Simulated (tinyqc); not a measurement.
From results back to parameters: five-level k.p model folded onto the conduction band. Three cases, with inputs chosen for the exercise.

Problem. The levels are known; the mass and the g factor at E = Eg are given. Find Ep and Ep2.

Second-order sums for the lowest conduction level at E: 1/m = 1 + Cm + (Ep/3)(2/E + 1/(E + Dso)) - (Ep2/3)(2/(E7 + D2 - E) + 1/(E7 - E)); g/2 = 1 + Cg - (Ep/3)(1/E - 1/(E + Dso)) - (Ep2/3)(1/(E7 - E) - 1/(E7 + D2 - E)). E is counted from the top of the valence band; E = Eg at the edge.

Find: coefficients of (Ep, Ep2); right-hand sides 1/m - 1 - Cm and 1 + Cg - g/2; Ep, Ep2.

Method. Both sums are linear in Ep and Ep2, so two equations fix them.

Case 1.

Values chosen (near those of InP; the results hold for these values, not for the real material): Eg = 1.441 eV (gap at Gamma to the s-like level); Dso = 0.11 eV (spin-orbit splitting); E7 = 4.58 eV (upper Gamma7 conduction level, from the valence top); D2 = 0.07 eV (its spin-orbit splitting, Gamma8 above Gamma7); Cm = -1 (remote term in 1/m); Cg = -0.02 (remote term in g/2).

m = 0.07786713 m0
g = 1.254782

Solution.

coefficients of (Ep, Ep2) (1/eV):
```
         1         2
1  0.67756  -0.31394
2  0.01641   0.00232
```

right-hand sides 1/m - 1 - Cm and 1 + Cg - g/2: 12.8424  0.3526

Ep, Ep2 (eV): 20.90  4.20

Case 2.

Values chosen (near those of GaAs; the results hold for these values, not for the real material): Eg = 1.532 eV (gap at Gamma to the s-like level); Dso = 0.349 eV (spin-orbit splitting); E7 = 4.5 eV (upper Gamma7 conduction level, from the valence top); D2 = 0.16 eV (its spin-orbit splitting, Gamma8 above Gamma7); Cm = -0.8 (remote term in 1/m); Cg = 0 (remote term in g/2).

m = 0.06615981 m0
g = -0.042649

Solution.

coefficients of (Ep, Ep2) (1/eV):
```
         1         2
1  0.61237  -0.32544
2  0.04037   0.00574
```

right-hand sides 1/m - 1 - Cm and 1 + Cg - g/2: 14.9149  1.0213

Ep, Ep2 (eV): 25.10  1.40

Case 3.

Values chosen (near those of InSb; the results hold for these values, not for the real material): Eg = 0.236 eV (gap at Gamma to the s-like level); Dso = 0.824 eV (spin-orbit splitting); E7 = 3.21 eV (upper Gamma7 conduction level, from the valence top); D2 = 0.32 eV (its spin-orbit splitting, Gamma8 above Gamma7); Cm = -2 (remote term in 1/m); Cg = 0 (remote term in g/2).

m = 0.01482192 m0
g = -46.351791

Solution.

coefficients of (Ep, Ep2) (1/eV):
```
         1         2
1  3.13932  -0.31447
2  1.09796   0.01089
```

right-hand sides 1/m - 1 - Cm and 1 + Cg - g/2: 68.4676  24.1759

Ep, Ep2 (eV): 22.00  1.90

Computed by tinyqc, one run a case: `OMP_NUM_THREADS=1 python tinyqc.py N N+1 out.jsonl` with N = 1080965, 1080980, 1081001; one thread of a shared Intel(R) Xeon(R) Processor @ 2.30GHz, about 0.01 s a run at most.
